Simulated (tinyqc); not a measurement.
Van der Pauw, Hall and four-point-probe measurements on a doped layer: one step of the calculation.

A uniform n-type layer with sheet resistance Rs = 1/(q ns mu), point contacts, low field (mu B small).

Question. New z. The van der Pauw equation exp(-pi RA z) + exp(-pi RB z) = 1 is solved for z = 1/Rs: e1 = exp(-pi RA z), e2 = exp(-pi RB z), f = e1 + e2 - 1, f' = -pi (RA e1 + RB e2), z(new) = z - f/f'.

z at the start = 0.11969151 mS
RA = 92.986948 ohm
RB = 3593.7509 ohm

Find: e1; e2; f; f'; z after iteration 1.

Answer.

e1 = 0.9656
e2 = 0.2589
f = 0.2245
f' = -3.205 kohm
z after iteration 1 = 0.1897 mS

tinyqc, about 0.01 s, one thread, Intel Xeon 2.30GHz (shared host): `OMP_NUM_THREADS=1 python tinyqc.py 2850120 2850121 out.jsonl`
